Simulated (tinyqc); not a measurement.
MOS inversion layer, Poisson-Schroedinger loop: effect of the sheet density of electrons.

Electrons confined at an insulator interface at z = 0, treated as a hard wall; parabolic valleys, Hartree approximation, no image or exchange terms. The depletion charge lies far deeper than the electrons and gives a uniform field q Nd/(eps0 eps_r); the gate balances all charge. Energies are counted from the band edge at the interface.

Schroedinger equation -(C/mz) psi'' + (V0 + U + dE for set B) psi = E psi, C = hbar^2/(2 m0), psi(0) = 0, on a uniform mesh of 800 nodes with a far wall at 66 nm, 8 levels a set; V0 = q Nd z/(eps0 eps_r); dU/dz = q (Ns - integral of n from 0 to z)/(eps0 eps_r), U(0) = 0; N_k = g md m0 q Vt/(pi hbar^2) ln(1 + exp((EF - E_k)/Vt)), g the number of valleys of the set, sum N_k = Ns. Triangular well: E_k = a_k (C F^2/mz)^(1/3), a_1 = 2.338107, a_2 = 4.087949, C = hbar^2/(2 m0), F in eV/nm. Fang-Howard (all electrons in the lowest level of set A): b^3 = 6 (mz1/C) q (Nd + 11 Ns/32)/(eps0 eps_r), centroid 3/b, level C b^2/(4 mz1) + (3/b) q (Nd + 11 Ns/16)/(eps0 eps_r). The centroid adds 3.9 z_av/eps_r to an oxide-equivalent thickness.

Inputs (values chosen for the exercise); masses and permittivity close to those of silicon (100):
- T = 300 K (temperature)
- eps_r = 11.6 (relative permittivity)
- mz1 = 0.902 m0 (mass along z of valley set A (2 valley(s)))
- md1 = 0.191 m0 (in-plane density-of-states mass of set A)
- mz2 = 0.191 m0 (mass along z of valley set B (4 valley(s)))
- md2 = 0.412 m0 (in-plane density-of-states mass of set B)
- Nd = 2.2e11 cm^-2 (sheet density of depletion charge)
- dE = 0 eV (extra shift of set B (strain))

Constants: q = 1.602176634e-19 C, kB = 1.380649e-23 J/K, hbar = 1.054571817e-34 J s, m0 = 9.1093837015e-31 kg, Vt = kB T/q, eps0 = 8.8541878128e-14 F/cm where lengths are in cm, hbar^2/(2 m0) = 0.0380998212 eV nm^2. Results are converted to the units shown.

Effect of the sheet density of electrons:

| Ns (cm^-2) | A1 (meV) | B1 (meV) | EF (meV) | share of A1 (%) | share of set A (%) | centroid z_av (nm) | added oxide equivalent (nm) | Fang-Howard centroid (nm) |
|---|---|---|---|---|---|---|---|---|
| 1e11 | 23.3 | 38.1 | -122 | 15.0 | 36.8 | 8.17 | 2.75 | 3.63 |
| 2.1e11 | 28.0 | 45.0 | -95.1 | 16.7 | 38.0 | 7.59 | 2.55 | 3.47 |
| 4.5e11 | 37.1 | 58.2 | -61.2 | 20.3 | 40.2 | 6.67 | 2.24 | 3.19 |
| 9.7e11 | 53.6 | 81.9 | -17.1 | 26.8 | 44.5 | 5.46 | 1.84 | 2.80 |
| 2.1e12 | 82.2 | 122 | 41.8 | 37.4 | 51.8 | 4.18 | 1.40 | 2.35 |
| 4.4e12 | 128 | 183 | 119 | 50.4 | 61.3 | 3.09 | 1.04 | 1.92 |
| 9.4e12 | 205 | 284 | 235 | 62.8 | 70.6 | 2.23 | 0.749 | 1.52 |
| 2e13 | 333 | 452 | 420 | 69.9 | 75.8 | 1.64 | 0.551 | 1.20 |

As Ns goes from 1e11 to 2e13, A1 rises from 23.3 to 333 meV, the share of A1 rises from 15.0 to 69.9 % and the centroid falls from 8.17 to 1.64 nm. A1 goes as Ns^(0.64) between the last two rows (a triangular well in the field of that charge alone gives 2/3). EF lies more than 2 meV above A1 for Ns = 9.4e12, 2e13. The Fang-Howard centroid is 56 % below the full one in the first row, where A1 holds 15.0 %, and 27 % below it in the last, where A1 holds 69.9 %. For Ns = 1e11, 2.1e11, 4.5e11, 9.7e11 the eighth level of a set still holds over 0.4 % of the electrons, so more levels and a farther wall would raise the centroid.

tinyqc, about 1 s, one thread, Intel Xeon 2.30GHz (shared host): `OMP_NUM_THREADS=1 python tinyqc.py 2160143 2160144 out.jsonl`
